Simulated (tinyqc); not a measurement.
## Well width and field from level and shift

Problem. An infinitely deep well has E_1(0) = C (pi/L)^2/m1, C = hbar^2/(2 m0), and in a field F (potential zero at the centre of the well) the second-order term of the shift is -m1 F^2 L^4 (15 - pi^2)/(48 C pi^4); higher orders are set aside. Find L and F.

Values chosen for this exercise:
```
symbol,value,unit,meaning
m1,0.073,m0,mass
```

Constants: q = 1.602176634e-19 C, hbar = 1.054571817e-34 J s, m0 = 9.1093837015e-31 kg, hbar^2/(2 m0) = 0.0380998212 eV nm^2. Results are converted to the units shown.

E_1(0) = 0.015898451 eV
second-order shift of level 1 = -0.79672285 meV

Solution. The level gives L, and the shift then gives F^2.

L = 18.0 nm
F = 0.00190 V/nm

Numbers from tinyqc (`OMP_NUM_THREADS=1 python tinyqc.py 2580115 2580116 out.jsonl`; about 0.03 s on one thread of a shared Intel Xeon 2.30GHz).
